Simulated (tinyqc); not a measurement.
Worked calculation: Pariser-Parr-Pople SCF with singles CI, for the molecule c1ccc2cnccc2c1 (SMILES; centres numbered as the heavy atoms are written). One step of it, computed by the program tinyqc.

Problem. Singles CI, singlets. Over the 6 single excitations with the smallest orbital gaps: A = (e_a - e_i) delta + 2 (ia|jb) - (ij|ab), with (pq|rs) = sum c_mp c_mq gamma_mn c_nr c_ns. f = 2/3 w |mu|^2 in atomic units, mu = sqrt2 sum c_ia sum_m c_mi c_ma R_m.

orbital energies (eV): -14.401721  -12.789617  -11.419261  -10.592681  -9.352945  -2.183556  -1.231071  -0.056398  0.838551  2.772990

coefficients:
```
          MO1        MO2        MO3        MO4        MO5        MO6        MO7        MO8
1C   0.199286  -0.400203   0.062962   0.496157  -0.208097   0.312957   0.322661  -0.248248
2C   0.202485  -0.380347  -0.289562   0.368454   0.309251   0.210663  -0.427412  -0.118801
3C   0.270239  -0.270456  -0.420126  -0.089825   0.404097  -0.432276   0.086094   0.376261
4C   0.429014  -0.097709  -0.254103  -0.494310  -0.060329   0.052082   0.378053  -0.381835
5C   0.350288   0.258122  -0.325663  -0.081422  -0.371036   0.480667   0.008278   0.436874
6N   0.375972   0.528065  -0.171888   0.357902  -0.178479  -0.307220  -0.336782  -0.170422
7C   0.284710   0.354245   0.220472   0.271236   0.362667  -0.147728   0.475620  -0.162737
8C   0.291278   0.109599   0.456032  -0.055247   0.447229   0.393791  -0.060934   0.359817
9C   0.407167  -0.166217   0.399601  -0.358243  -0.071621  -0.081592  -0.455435  -0.293635
10C  0.257796  -0.319173   0.345341   0.161172  -0.433511  -0.398908   0.109700   0.418107

           MO9       MO10
1C   -0.428051   0.244489
2C    0.445751  -0.243369
3C   -0.280170   0.302678
4C   -0.002389  -0.449899
5C    0.230770   0.291711
6N   -0.336512  -0.200521
7C    0.454781   0.241660
8C   -0.326228  -0.312149
9C    0.052629   0.458661
10C   0.238877  -0.308971
```

repulsion gamma_rs (eV):
```
            1C         2C         3C         4C         5C         6N         7C         8C
1C   11.130000   5.345539   3.871994   3.517359   2.621214   2.293966   2.343780   2.881359
2C    5.345539  11.130000   5.344569   3.872154   2.881359   2.368689   2.270597   2.621214
3C    3.871994   5.344569  11.130000   5.346287   3.873196   2.919095   2.621214   2.881514
4C    3.517359   3.872154   5.346287  11.130000   5.346287   3.940614   3.517359   3.872515
5C    2.621214   2.881359   3.873196   5.346287  11.130000   5.475875   3.871994   3.517455
6N    2.293966   2.368689   2.919095   3.940614   5.475875  12.300000   5.476893   3.940448
7C    2.343780   2.270597   2.621214   3.517359   3.871994   5.476893  11.130000   5.344569
8C    2.881359   2.621214   2.881514   3.872515   3.517455   3.940448   5.344569  11.130000
9C    3.872154   3.517359   3.872515   5.345539   3.872515   3.573756   3.872154   5.346287
10C   5.344569   3.871994   3.517455   3.872515   2.881514   2.652407   2.881359   3.873196

            9C        10C
1C    3.872154   5.344569
2C    3.517359   3.871994
3C    3.872515   3.517455
4C    5.345539   3.872515
5C    3.872515   2.881514
6N    3.573756   2.652407
7C    3.872154   2.881359
8C    5.346287   3.873196
9C   11.130000   5.346287
10C   5.346287  11.130000
```

Centres (angstrom, eV; a flat drawing with bonds scaled to 1.40 angstrom):
```
centre          x          y  core charge z          W   gamma_rr
1C       2.425000  -0.700000              1  11.160000  11.130000
2C       2.425000   0.700000              1  11.160000  11.130000
3C       1.212000   1.400000              1  11.160000  11.130000
4C       0.000000   0.700000              1  11.160000  11.130000
5C      -1.212000   1.400000              1  11.160000  11.130000
6N      -2.425000   0.700000              1  14.100000  12.300000
7C      -2.425000  -0.700000              1  11.160000  11.130000
8C      -1.212000  -1.400000              1  11.160000  11.130000
9C       0.000000  -0.700000              1  11.160000  11.130000
10C      1.212000  -1.400000              1  11.160000  11.130000
```

Give: singlet CI matrix; singlet excitation energies; oscillator strengths.

Solution.

singlet CI matrix (eV):
```
         5>6      5>7      4>6      3>6      5>8      4>7
5>6   4.5768  -0.1102  -0.0922   0.0401  -0.0257   0.5251
5>7  -0.1102   5.0401  -0.7157   0.1223   0.0029   0.1149
4>6  -0.0922  -0.7157   5.2289   0.0112   0.1055   0.1288
3>6   0.0401   0.1223   0.0112   6.0303   0.1622  -0.0606
5>8  -0.0257   0.0029   0.1055   0.1622   6.0820  -0.0375
4>7   0.5251   0.1149   0.1288  -0.0606  -0.0375   6.4385
```

singlet excitation energies (eV): 4.2313  4.6019  5.7679  5.9813  6.2206  6.5937

oscillator strengths: 0.1221  0.1953  0.9897  1.0697  0.0178  0.8475
